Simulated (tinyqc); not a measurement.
# Permittivity of the insulator from five potentials

Inverse problem. A node lies on a semiconductor-insulator interface. Steps: hs = tb/3 down into the semiconductor, ho = tox/2 up into the insulator, hy = L/6 sideways. The flux balance of its box reads eox (hy/ho)(above - node) + eps_r (hy/hs)(below - node) + [(eps_r hs + eox ho)/(2 hy)](left + right - 2 node) - q Na (hs/2) hy/eps0 = 0. Find eox.

Inputs (values chosen for the exercise); semiconductor permittivity made up:
- eps_r = 9.4 (relative permittivity of the semiconductor)
- tb = 3 nm (half the body thickness)
- tox = 7.6 nm (insulator thickness)
- L = 38 nm (channel length)
- Na = 2.2e17 cm^-3 (acceptor density of the depleted body)

Constants: q = 1.602176634e-19 C, eps0 = 8.8541878128e-14 F/cm where lengths are in cm. Results are converted to the units shown.

psi (V): node -0.023236441, above -0.050671712, below -0.017428090, left -0.0082431895, right 0.060040355

Solution. The balance is linear in eox.

eox = 25.00

Numbers from tinyqc (`OMP_NUM_THREADS=1 python tinyqc.py 2480086 2480087 out.jsonl`; about 0.09 s on one thread of a shared Intel Xeon 2.30GHz).
